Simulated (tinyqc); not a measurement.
Thickness from the minima: X-ray reflectivity of a thin film on silicon: critical angles, Parratt recursion, fringes and roughness. Computed by tinyqc, a small Python program. Command: `OMP_NUM_THREADS=1 python tinyqc.py 3120801 3120802 out.jsonl xrr walk`. One thread of a shared host (Intel(R) Xeon(R) Processor @ 2.30GHz), about 0.01 s of CPU time with the checks.

n = 1 - delta + i beta; the classical electron radius is r_e = 2.8179403e-6 nm. Layer 0 is vacuum, 1 the film, 2 the substrate.

Inputs (values chosen for the exercise, modelled on a porous low-k film on silicon, copper K-alpha radiation):

| quantity | value | unit |
|---|---|---|
| wavelength lambda | 0.15406 | nm |
| film density rho | 1.37 | g/cm^3 |
| effective electrons per unit mass, film | 0.521 | mol/g |
| beta/delta, film | 0.01 | - |
| film thickness d | 13.4 | nm |
| roughness of the surface sigma_1 | 0.9 | nm |
| roughness of the interface sigma_2 | 0.44 | nm |
| substrate density | 2.33 | g/cm^3 |
| effective electrons per unit mass, substrate | 0.507 | mol/g |
| beta/delta, substrate | 0.023 | - |
| grazing angle theta | 1.16 | degrees |

Constants: N_A = 6.02214076e+23 1/mol.

Method:
- delta = r_e lambda^2 rho_e/(2 pi), rho_e = density x electrons per mass x N_A; critical angle sqrt(2 delta), q_c = 4 sqrt(pi r_e rho_e).
- k_j = (2 pi/lambda) sqrt(sin^2 theta - 2 delta_j + 2 i beta_j); r_ij = (k_i - k_j)/(k_i + k_j) x exp(-2 k_i k_j sigma^2) (Nevot-Croce); r = (r_01 + r_12 p)/(1 + r_01 r_12 p), p = exp(2 i k_1 d); R = |r|^2.
- Far above the critical angle the period is d theta = lambda/(2 d), or 2 pi/d in q; the envelope runs between (|r_01| - |r_12 p|)^2 and (|r_01| + |r_12 p|)^2; contrast = 2 a b/(a^2 + b^2) with a = |r_01|, b = |r_12 p|; roughness factors on the amplitudes are about exp(-q^2 sigma^2/2).
- Minima of R theta^4 are located on 6001 points over 7.5 periods, from 1.15 times the larger critical angle. With refraction, sin^2(theta_m) = 2 delta + m^2 (lambda/(2 d))^2, m integer or half-integer; the first six minima are used, and the first order is the one that minimises the largest residual of the least-squares line plus the distance of its intercept from 2 delta. Without refraction, d = lambda/(2 x mean step of sin theta).

Constants:

| layer | rho_e (1/nm^3) | delta | beta | critical angle (degrees) | q_c (1/nm) |
|---|---|---|---|---|---|
| film | 429.842 | 4.57552e-06 | 4.57552e-08 | 0.173324 | 0.246749 |
| substrate | 711.402 | 7.57263e-06 | 1.74170e-07 | 0.222977 | 0.317437 |

period in theta = 0.329365 degrees

Minima:

| order m | theta (degrees) | sin^2 theta |
|---|---|---|
| 1.5 | 0.5257 | 0.0000842 |
| 2.5 | 0.8431 | 0.0002165 |
| 3.5 | 1.1663 | 0.0004143 |
| 4.5 | 1.4928 | 0.0006787 |
| 5.5 | 1.8238 | 0.0010129 |
| 6.5 | 2.1688 | 0.0014321 |

d with refraction = 13.288 nm

d without refraction = 13.434 nm

What follows from these numbers?

Against d = 13.4 nm the errors are -0.84 % with and +0.26 % without refraction. The orders are half-integers, as r_01 and r_12 have the same sign for a film less dense than the substrate.

Extremes, crossings and ranges named in words are read from the listed rows.
